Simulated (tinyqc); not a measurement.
p-n diode, drift-diffusion by the Gummel loop with Scharfetter-Gummel fluxes: two steps of the calculation.

Abrupt junction at x = 0, p side from -Lp, n side to Ln, ohmic contacts. psi is counted from the intrinsic level; n = ni exp((psi - phin)/Vt), p = ni exp((phip - psi)/Vt). Contacts: p side psi = V - Vt ln(Na/ni), p = Na, n = ni^2/Na; n side psi = Vt ln(Nd/ni), n = Nd, p = ni^2/Nd. Constant mobilities, D = mu Vt, Boltzmann statistics, SRH recombination through a mid-gap level, U = (n p - ni^2)/(tp (n + ni) + tn (p + ni)). Current is positive from the p contact to the n contact.

Values chosen for this exercise; band and dielectric values close to those of germanium: temperature T = 300 K; acceptor density of the p side Na = 1.3e17 cm^-3; donor density of the n side Nd = 3.6e17 cm^-3; electron mobility mun = 1700 cm^2/(V s); hole mobility mup = 850 cm^2/(V s); SRH lifetime of electrons tn = 2e-9 s; SRH lifetime of holes tp = 1e-9 s; uniform generation rate G = 0 cm^-3 s^-1.

Constants: q = 1.602176634e-19 C, kB = 1.380649e-23 J/K, Vt = kB T/q. Results are converted to the units shown.

Task 1. Hole continuity. With psi and the new n held, F_i = (mup Vt/h_i) [p_(i+1) B(-d_i) - p_i B(d_i)], d_i = (psi_(i+1) - psi_i)/Vt, B(d) = d/(exp(d) - 1); solve F_i - F_(i-1) = w_i [(n_i p_i - ni^2)/den_i - G] for the new p, with den = tp (n + ni) + tn (p + ni) taken at the new n and the old p, h_i = x_(i+1) - x_i, w_i = (h_(i-1) + h_i)/2; phip = psi + Vt ln(p/ni).

```
node,x (nm),psi (V),new n (cm^-3),p after Poisson (cm^-3)
0,-2300,-0.06780422,2.8844191e9,1.3e17
1,-1160,-0.06780450,6.6320208e11,1.3000141e17
2,-574,-0.06780450,1.0406134e12,1.3000140e17
3,-278,-0.06780331,1.2467115e12,1.2999544e17
4,-126,-0.06756992,1.3691431e12,1.2882709e17
5,-49.3,-0.05565639,2.2432789e12,8.1258490e16
6,-10,0.07769393,3.9100626e14,4.6739268e14
7,10,0.23379302,1.6388492e17,1.1151484e12
8,55.6,0.25377039,3.5493125e17,5.1490555e11
9,160,0.25413504,3.5997322e17,5.0769376e11
10,397,0.25413632,3.5999145e17,5.0766862e11
11,940,0.25413632,3.5999240e17,5.0766860e11
12,2180,0.25413632,3.5999468e17,5.0766860e11
13,5000,0.25413628,3.6e17,1.0415958e9
```

ni = 1.9364258e13 cm^-3

Give: new p; phip after round 1.

Result 1.

```
node,new p (cm^-3),phip after round 1 (V)
0,1.300e17,0.1600
1,1.300e17,0.1600
2,1.300e17,0.1600
3,1.300e17,0.1600
4,1.288e17,0.1600
5,8.126e16,0.1600
6,4.674e14,0.1600
7,1.114e12,0.1600
8,5.030e11,0.1594
9,4.608e11,0.1575
10,3.889e11,0.1531
11,2.616e11,0.1429
12,1.018e11,0.1185
13,1.042e9,0.0000
```

Task 2. Recombination and current. U_i as defined. J = Jn at the p contact + Jp at the n contact + q sum w_i U_i - q G sum w_i over the inner nodes, which avoids differences of large majority fluxes: Jn = (q mun Vt/h_0)[n_1 B(d_0) - n_0 B(-d_0)], Jp = (q mup Vt/h_last)[p_(N-1) B(d_last) - p_N B(-d_last)], d_i = (psi_(i+1) - psi_i)/Vt, B(d) = d/(exp(d) - 1), w_i = (h_(i-1) + h_i)/2.

```
node,x (nm),converged psi (V),converged n (cm^-3),converged p (cm^-3)
0,-2300,-0.06780422,2.8844191e9,1.3e17
1,-1160,-0.06780492,6.6318578e11,1.3000066e17
2,-574,-0.06780527,1.0405791e12,1.3000103e17
3,-278,-0.06780426,1.2466657e12,1.2999528e17
4,-126,-0.06757095,1.3690904e12,1.2882703e17
5,-49.3,-0.05565736,2.2431993e12,8.1258116e16
6,-10,0.07769396,3.9100744e14,4.6735627e14
7,10,0.23379356,1.6388871e17,1.1138075e12
8,55.6,0.25377103,3.5494070e17,5.0297245e11
9,160,0.25413566,3.5998262e17,4.6078280e11
10,397,0.25413690,3.6000038e17,3.8887731e11
11,940,0.25413683,3.6000026e17,2.6155012e11
12,2180,0.25413666,3.6000010e17,1.0181674e11
13,5000,0.25413628,3.6e17,1.0415958e9
```

ni = 1.9364258e13 cm^-3

Find: U; Jn at the p contact; Jp at the n contact; recombination; generation; J.

Result 2.

```
node,U (cm^-3 s^-1)
0,0
1,3.301e20
2,5.187e20
3,6.217e20
4,6.829e20
5,1.119e21
6,1.318e23
7,1.111e21
8,5.018e20
9,4.597e20
10,3.878e20
11,2.605e20
12,1.008e20
13,0
```

Jn at the p contact = 0.04078 A/cm^2
Jp at the n contact = 0.001258 A/cm^2
recombination = 0.08722 A/cm^2
generation = 0 A/cm^2
J = 0.1293 A/cm^2

Numbers from tinyqc (`OMP_NUM_THREADS=1 python tinyqc.py 2240112 2240113 out.jsonl`; about 0.2 s on one thread of a shared Intel Xeon 2.30GHz).
